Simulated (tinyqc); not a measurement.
G0W0 on RHF in the sto-6g basis, for H2, spin multiplicity 1, step by step. One step of it, computed by the program tinyqc.

Task: Screening: direct RPA. With D = e_a - e_i and K = (ia|jb): diagonalise D^(1/2) (D + 4K) D^(1/2) = Z w^2 Z^T; X + Y = D^(1/2) Z w^(-1/2), each column of Z with its largest component positive (the first on a tie); E_c = (sum w - tr (D + 2K)) / 2.

orbital energies (hartree): MO1 -0.606402, MO2 0.727965

Two-electron integrals over orbitals (pq|rs), unique and non-zero (hartree):
```
p,q,r,s,(pq|rs)
1,1,1,1,0.685231
2,1,2,1,0.178472
2,2,1,1,0.674096
2,2,2,2,0.709752
```

Give: D^(1/2) (D + 4K) D^(1/2); excitation energies w; X + Y; RPA correlation energy.

Result:

D^(1/2) (D + 4K) D^(1/2) (hartree^2):
```
,1>2
1>2,2.7331
```

excitation energies w (hartree): 1.6532

X + Y:
```
,1
1>2,0.8984
```

RPA correlation energy = -0.019047 hartree
